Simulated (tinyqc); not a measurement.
What sets the wire resistivity: free and nearly free electrons in a metal.

The cubic cell holds 4 atoms: n = 4 z/a^3, kF = (3 pi^2 n)^(1/3), EF = c kF^2/m, vF = 2 c kF/(m hbar), c = hbar^2/2m0; rs = (3/(4 pi n))^(1/3)/a0; D(EF) = 3 n/(2 EF).

Square wire of width w with grain size w: rho/rho0 = 1/(1 - 3 al/2 + 3 al^2 - 3 al^3 ln(1 + 1/al)) + (3/4) (1 - p) l/w, with al = (l/w) Rg/(1 - Rg) (Mayadas-Shatzkes plus the thick-wire form of Fuchs-Sondheimer); l = hbar kF/(n e^2 rho), e = 1.602176634e-19 C.

Constants: hbar^2/2m0 = 3.80998211 eV angstrom^2; hbar = 6.58211957e-16 eV s; a0 (Bohr radius) = 0.5291772105 angstrom.

Inputs chosen for the exercise (near those of Cu, whose d bands this model ignores; not measured data):
```
symbol  value  unit          meaning
a       3.651  angstrom      fcc lattice constant
z       1                    free electrons an atom
m       1.12   m0            mass
rho     1.77   micro-ohm cm  bulk resistivity
p       0.2                  specularity of the surfaces
Rg      0.51                 reflection at grain boundaries
w       30     nm            wire width
```

All results formed anew.

Results for these values:
```
case  EF (eV)  l (nm)  wire rho (micro-ohm cm)
base    6.155   37.98                    6.310
```

What happens to each result for rho = 2.124 micro-ohm cm, all else kept?

Answer: EF does not change at the printed digits; l falls from 37.98 to 31.65; wire rho rises from 6.310 to 6.676.

The same for each parameter in turn:
```
case                      EF (eV)  l (nm)  wire rho (micro-ohm cm)
base                        6.155   37.98                    6.310
a = 3.761 angstrom          5.800   40.31                    6.584
m = 1.344 m0                5.129   37.98                    6.310
rho = 2.124 micro-ohm cm    6.155   31.65                    6.676
p = 0.5                     6.155   37.98                    5.806
Rg = 0.357                  6.155   37.98                    4.843
w = 21 nm                   6.155   37.98                    8.227
```

The mass drops out of l at given rho, because vF falls and tau rises by the same factor.

Program tinyqc; command `OMP_NUM_THREADS=1 python tinyqc.py 1651401 1651402 out.jsonl`; about 0.01 s on one thread of a shared Intel(R) Xeon(R) Processor @ 2.30GHz.
